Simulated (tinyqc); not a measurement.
# Small-signal admittance of a forward-biased p+-n diode: two studies

Holes injected into a neutral base of width wb with an ohmic contact at its end; low injection, p0 far above the equilibrium density. A small voltage v exp(i w t), w = 2 pi f, modulates the edge density by p0 v/Vt, and the small-signal density obeys Dp d2p/dx2 = (1/tau + i w) p.

Values chosen for this exercise; permittivity close to that of gallium arsenide:

| symbol | value | unit | meaning |
|---|---|---|---|
| T | 300 | K | temperature |
| eps_r | 12.9 |  | relative permittivity |
| Nd | 1.1e16 | cm^-3 | donor density of the base |
| Dp | 8.7 | cm^2/s | hole diffusion coefficient |
| tau | 1e-6 | s | hole lifetime |
| wb | 59 | um | width of the neutral base |
| p0 | 2.9e14 | cm^-3 | excess hole density at the junction edge |
| Na | 4e18 | cm^-3 | acceptor density of the p+ side |
| Rs | 0.00083 | ohm cm^2 | series resistance |
| f | 5.7e5 | Hz | signal frequency |

Constants: q = 1.602176634e-19 C, kB = 1.380649e-23 J/K, Vt = kB T/q, eps0 = 8.8541878128e-14 F/cm where lengths are in cm. Results are converted to the units shown.

Each table varies one quantity; the others keep the values above.

## Admittance against frequency

L = sqrt(Dp tau); direct current J = (q Dp p0/L) coth(wb/L); k = sqrt(1 + i w tau)/L; diffusion admittance Y = (q Dp p0/Vt) k coth(k wb) = G + i w C_diff; junction capacitance C_j = sqrt(q eps0 eps_r Nd/(2 Vr)) in the depletion approximation, with the remaining barrier Vr = Vt ln(Na/p0), a rough value under forward bias; base-width modulation is left out. Measured admittance 1/[Rs + 1/(Y + i w C_j)].

The same in every row: C_j (uF/cm^2) = 0.06391.

Admittance against frequency:
```
f (Hz)     w tau  G (S/cm^2)  C_diff (uF/cm^2)  measured G (S/cm^2)  measured C (uF/cm^2)  phase of the measured Y (degrees)
500     0.003142       5.499             2.347                5.474                 2.389                            0.07855
2000     0.01257       5.499             2.347                5.474                 2.389                             0.3142
9000     0.05655       5.500             2.346                5.475                 2.388                              1.413
40000     0.2513       5.522             2.341                5.497                 2.383                              6.217
2e5        1.257       6.025             2.214                6.002                 2.255                              25.27
7e5        4.398       8.797             1.604                8.777                 1.643                              39.47
3e6        18.85       16.71            0.8408                16.71                0.8800                              44.78
1e7        62.83       29.95            0.4692                30.09                0.5071                              46.64
5e7        314.2       66.55            0.2112                68.31                0.2459                              48.51
```

What does the table show?

G starts at J/Vt = 5.50 S/cm^2 and C_diff at (J tau/(2 Vt))(1 - 2 x/sinh 2x) = 2.35 uF/cm^2, x = wb/L = 2.00. Between the last two rows G goes as f^(0.50) and C_diff as f^(-0.50); the limits are 1/2 and -1/2, reached when the signal penetrates only sqrt(Dp/w). The measured C is 0.91 % below C_diff + C_j in the first row and 11 % below it in the last, the difference being due to Rs.

## Effect of the excess hole density at the junction edge

Same model as above.

The same in every row: w tau = 3.5814.

Results:
columns A: p0 (cm^-3); B: G (S/cm^2); C: C_diff (uF/cm^2); D: C_j (uF/cm^2); E: measured G (S/cm^2); F: measured C (uF/cm^2); G: phase of the measured Y (degrees)
```
A             B          C         D          E         F       G
1e9   2.7980e-5  5.9829e-6  0.041963  4.6732e-5  0.041969  89.982
1e11  0.0027980  5.9829e-4  0.047161  0.0028223  0.047759  89.055
1e12   0.027980  0.0059829  0.050607   0.028014  0.056587  82.130
1e13    0.27980   0.059829  0.054939    0.27988   0.11471  55.736
1e14     2.7980    0.59829  0.060614     2.7961   0.65585  40.032
1e15     27.980     5.9829  0.068513     27.709    5.7781  36.753
```

Estimate the missing row, p0 = 1e10 cm^-3.

Computed row:
columns A: p0 (cm^-3); B: G (S/cm^2); C: C_diff (uF/cm^2); D: C_j (uF/cm^2); E: measured G (S/cm^2); F: measured C (uF/cm^2); G: phase of the measured Y (degrees)
```
A             B          C         D          E         F       G
1e10  2.7980e-4  5.9829e-5  0.044335  3.0078e-4  0.044395  89.892
```

With this row back in the table: As p0 goes from 1e9 to 1e15, G rises from 2.80e-5 to 28.0 S/cm^2, C_diff rises from 5.98e-6 to 5.98 uF/cm^2 and the measured C rises from 0.0420 to 5.78 uF/cm^2. C_diff exceeds C_j for p0 = 1e13, 1e14, 1e15.

Computed by the program tinyqc: `OMP_NUM_THREADS=1 python tinyqc.py 2890218 2890219 out.jsonl`, one thread of a shared Intel Xeon 2.30GHz, about 0.01 s for the whole run.
